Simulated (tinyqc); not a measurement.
Sneak paths and read margin.

Worst-case read of an N x N array without selectors, ideal wires, unselected lines floating and all unselected cells in the low state with resistance K Ron: the sneak path is Rsn = K Ron [2/(N - 1) + 1/(N - 1)^2], in parallel with the selected cell Rc. A sense resistor Ron to ground gives Vout = Vr Ron/(Ron + Rc Rsn/(Rc + Rsn)); margin = [Vout(Rc = Ron) - Vout(Rc = ra Ron)]/Vr.

Inputs (values chosen for the exercise): resistance of the low state Ron = 5 kohm; ratio Roff/Ron ra = 100; factor by which unselected cells are more resistive K = 5; read voltage Vr = 0.1 V.

Result of one run:

| Rsn (kohm) | Vout, low state (mV) | Vout, high state (mV) | margin (%) |
|---|---|---|---|
| 3.444 | 71.03 | 59.38 | 11.65 |

Which array size N gave this result: 3, 16, 32 or 64?

N = 16.

The whole series:

| N | Rsn (kohm) | Vout, low state (mV) | Vout, high state (mV) | margin (%) |
|---|---|---|---|---|
| 2 | 75.00 | 51.61 | 7.121 | 44.49 |
| 3 | 31.25 | 53.70 | 14.53 | 39.17 |
| 4 | 19.44 | 55.70 | 21.08 | 34.61 |
| 8 | 7.653 | 62.31 | 39.88 | 22.43 |
| 16 | 3.444 | 71.03 | 59.38 | 11.65 |
| 32 | 1.639 | 80.20 | 75.37 | 4.827 |
| 64 | 0.7999 | 87.88 | 86.23 | 1.653 |
| 128 | 0.3953 | 93.17 | 92.68 | 0.4947 |
| 256 | 0.1965 | 96.36 | 96.22 | 0.1363 |

The margin falls from 44.5 to 0.136 %; a lone cell has 49.0 %. It first drops below 10 % at N = 32 among the rows, where Rsn = 0.33 Ron. Between the last two rows it goes as N^(-1.86).

tinyqc, about 0.03 s, one thread, Intel Xeon 2.30GHz (shared host): `OMP_NUM_THREADS=1 python tinyqc.py 2880110 2880111 out.jsonl`
